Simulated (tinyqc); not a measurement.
From a target level to the width: finite square well with mass mismatch (envelope functions). Two cases, with inputs chosen for the exercise.

Problem. Which width L gives the lowest level below?

A square well of width L and depth V0, mass mw inside and mb outside, energies from the bottom of the well, c = hbar^2/2m0. k = sqrt(mw E/c), kappa = sqrt(mb (V0 - E)/c). psi and psi'/m are continuous at the walls (BenDaniel-Duke), so level n solves k L + 2 atan[(k/mw)/(kappa/mb)] = n pi.

Constants: hbar^2/2m0 = 3.80998211 eV angstrom^2.

Find: k; kappa; the arctangent; L.

Method. E1 fixes k and kappa, so L = (pi - 2 atan[(k/mw)/(kappa/mb)])/k.

Case 1.

Values chosen (out of a larger set: near those of the light valleys of a Si film in SiO2; not measured data):
- V0 = 2.985 eV (barrier height)
- mw = 0.19 m0 (mass in the well)
- mb = 0.482 m0 (mass in the barrier)

E1 = 0.204952 eV

Solution.

k = 0.10110 1/angstrom
kappa = 0.59305 1/angstrom
the arctangent = 0.4082 rad
L = 23 angstrom

Case 2.

Values chosen (out of a larger set: near those of an InGaAs well in InAlAs; not measured data):
- V0 = 0.49 eV (barrier height)
- mw = 0.0418 m0 (mass in the well)
- mb = 0.0748 m0 (mass in the barrier)

E1 = 0.052291 eV

Solution.

k = 0.02395 1/angstrom
kappa = 0.09270 1/angstrom
the arctangent = 0.4331 rad
L = 95 angstrom

Computed by tinyqc, one run a case: `OMP_NUM_THREADS=1 python tinyqc.py N N+1 out.jsonl` with N = 1251651, 1251707; one thread of a shared Intel(R) Xeon(R) Processor @ 2.30GHz, about 0.01 s a run at most.
